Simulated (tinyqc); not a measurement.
Global model of a low-pressure process discharge: electron temperature, density, ion flux and ion energy: one step, computed by the program tinyqc.

Maxwellian electrons with temperature T_e in eV, one positive ion, no negative ions, uniform bulk density n; rate constants have the Arrhenius form.

Problem. Energy per pair and density. E_c = E_iz + (X0 exp(-E_ex/T_e) E_ex + K_el (3 m_0/M) T_e)/K_iz; wall potential V_s = (T_e/2) ln(M/(2 pi m_0)); E_T = E_c + 2 T_e + T_e/2 + V_s; n = P/(e u_B A_eff E_T); ion current density J = e h_L n u_B; ionised share n/n_g.

Inputs (values chosen for the exercise, of the order of those of an inductive discharge in a simple atomic gas):

| quantity | value | unit |
|---|---|---|
| ion mass M | 40 | u |
| ionisation energy E_iz | 12.3 | eV |
| excitation prefactor X0 | 6.3e-15 | m^3/s |
| excitation energy E_ex | 8.34 | eV |
| elastic rate constant K_el | 1.4e-13 | m^3/s |
| gas temperature T_g | 400 | K |
| absorbed power P | 1000 | W |

T_e = 1.608562 eV

K_iz = 2.101771e-17 m^3/s

Bohm velocity u_B = 1969.789 m/s

A_eff = 348.7449 cm^2

h_L = 0.1671217

gas density n_g = 3.802560e+20 1/m^3

Constants: m_0 = 9.1093837015e-31 kg; u = 1.6605390666e-27 kg; e = 1.602176634e-19 C.

Give: collisional loss per pair E_c; wall potential V_s; E_T; plasma density n; ion current density J; ionised share.

Solution.

collisional loss per pair E_c = 26.74 eV

wall potential V_s = 7.527 V

E_T = 38.29 eV

plasma density n = 2.373e+12 1/cm^3

ion current density J = 12.51 mA/cm^2

ionised share = 0.006240

Collisions take 70 % of the power and the walls the rest. T_e came from the particle balance alone; the power sets only n.
